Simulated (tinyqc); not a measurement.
## Doping from the body effect

Question. The threshold of a long MOSFET, counted against the source, shifts by gamma (sqrt(2 phiF + Vsb) - sqrt(2 phiF)) with gamma = sqrt(2 eps0 eps_r q N)/Cox. Find 2 phiF, gamma and N from two shifts.

Values chosen for this exercise:
```
symbol  value  unit                meaning
eps_r    7.41        relative permittivity
```

Constants: q = 1.602176634e-19 C, eps0 = 8.8541878128e-14 F/cm where lengths are in cm. Results are converted to the units shown.

|VT - VT(0)| at source-body biases 0.7 and 3.2 V (V): [0.19440249, 0.76889833]
Cox = 0.31392120 uF/cm^2

Answer. The ratio of the shifts depends on 2 phiF alone and rises steadily with it, so it fixes 2 phiF; either shift then gives gamma, and gamma gives N.

2 phiF = 2.98 V
gamma = 1.01 V^0.5
N = 4.80e17 cm^-3

Numbers from tinyqc (`OMP_NUM_THREADS=1 python tinyqc.py 2060141 2060142 out.jsonl`; about 0.01 s on one thread of a shared Intel Xeon 2.30GHz).
